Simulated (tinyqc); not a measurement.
Tunnelling through a two-layer gate stack, WKB transmission and Tsu-Esaki current: one step of the calculation.

Electrons leave the emitter at x = 0. Energies E (motion across the layers) are in eV from the emitter Fermi level; the collector Fermi level lies at -V and offers states at every E. No charge in the dielectric and no image force: F1 = V/(t1 + t2 eps1/eps2), F2 = F1 eps1/eps2; U = phi1 - F1 x in layer 1 and phi2 - F1 t1 - F2 (x - t1) in layer 2. With C = hbar^2/(2 m0), kappa = sqrt(m (U - E)/C) where U > E and 0 elsewhere; T(E) = exp(-S), S = 2 times the integral of kappa over x.

Question. WKB exponent by the midpoint rule. Cut each layer into nc equal cells, take U and kappa at the cell centres, and sum S = 2 sum kappa h.

Inputs (values chosen for the exercise); layer 1 close to silicon dioxide, layer 2 close to hafnium oxide:

| symbol | value | unit | meaning |
|---|---|---|---|
| phi1 | 3.07 | eV | barrier of layer 1 above the emitter Fermi level at zero bias |
| m1 | 0.5 | m0 | tunnelling mass of layer 1 |
| t1 | 0.9 | nm | thickness of layer 1 |
| eps1 | 3.72 |  | relative permittivity of layer 1 |
| phi2 | 1.55 | eV | barrier of layer 2 at zero bias |
| m2 | 0.2 | m0 | tunnelling mass of layer 2 |
| t2 | 3.2 | nm | thickness of layer 2 |
| eps2 | 21.4 |  | relative permittivity of layer 2 |
| V | 1.4 | V | voltage across the dielectric |
| E | 0 | eV | energy of the electron followed |
| nc | 5 |  | cells in each layer |

Constants: q = 1.602176634e-19 C, hbar = 1.054571817e-34 J s, m0 = 9.1093837015e-31 kg, hbar^2/(2 m0) = 0.0380998212 eV nm^2. Results are converted to the units shown.

Give: x; U; kappa; S; T(E).

Answer.

```
cell	x (nm)	U (eV)	kappa (1/nm)
0	0.0900	2.9835	6.2573
1	0.2700	2.8104	6.0731
2	0.4500	2.6374	5.8832
3	0.6300	2.4643	5.6869
4	0.8100	2.2913	5.4836
5	1.2200	0.6313	1.8204
6	1.8600	0.5243	1.6591
7	2.5000	0.4174	1.4802
8	3.1400	0.3104	1.2765
9	3.7800	0.2035	1.0335
```

S = 19.883
T(E) = 2.3159e-9

tinyqc, about 0.04 s, one thread, Intel Xeon 2.30GHz (shared host): `OMP_NUM_THREADS=1 python tinyqc.py 2540076 2540077 out.jsonl`
